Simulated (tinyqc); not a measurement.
Cabrera-Mott growth of a thin oxide under its own electric field: one step, computed by the program tinyqc. Command: `OMP_NUM_THREADS=1 python tinyqc.py 3027026 3027027 out.jsonl cabrera walk`. One thread of a shared host (Intel(R) Xeon(R) Processor @ 2.30GHz), about 0.01 s of CPU time with the checks.

Electrons cross the film freely and set a fixed potential V across it; the field V/x lowers the barrier for ions entering the oxide.

Task: Limiting thickness. Growth counts as stopped when u exp(X1/x) falls to 1e-5 angstrom/s: x_L = X1/ln(1e-5/u), defined while u is below that rate; the critical temperature is T_c = W/(k_B ln(u0/1e-5)).

Inputs (values chosen for the exercise, for a model metal): barrier W = 1.33 eV; prefactor u0 = N Omega nu = 3.4e+12 angstrom/s; temperature T = 200 K.

Backward hops: kept.

u = 1.039810e-21 angstrom/s

X1 = 374.8259 angstrom

Constants: k_B = 8.617333262e-05 eV/K.

Give: limiting thickness x_L; critical temperature T_c.

Result:

limiting thickness x_L = 10.18 angstrom

critical temperature T_c = 382.3 K
